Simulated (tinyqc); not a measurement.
## Polarisation charge from two barrier thicknesses

Problem. VT = phiB - dEc - q sigma d/(eps0 eps_r). Find sigma, phiB - dEc and the thickness at which VT = 0.

Parameters, values chosen for the exercise:

| symbol | value | unit | meaning |
|---|---|---|---|
| eps_r | 9.1 |  | relative permittivity of barrier and channel |

Constants: q = 1.602176634e-19 C, eps0 = 8.8541878128e-14 F/cm where lengths are in cm. Results are converted to the units shown.

VT for d = 12 and 18 nm (V): -3.1149647  -5.0763971

Solution. VT is linear in d.

sigma = 1.64e13 cm^-2
phiB - dEc = 0.808 V
thickness for VT = 0 = 2.47 nm

Program tinyqc, `OMP_NUM_THREADS=1 python tinyqc.py 2570006 2570007 out.jsonl`; Intel Xeon 2.30GHz, shared host, one thread, about 0.02 s.
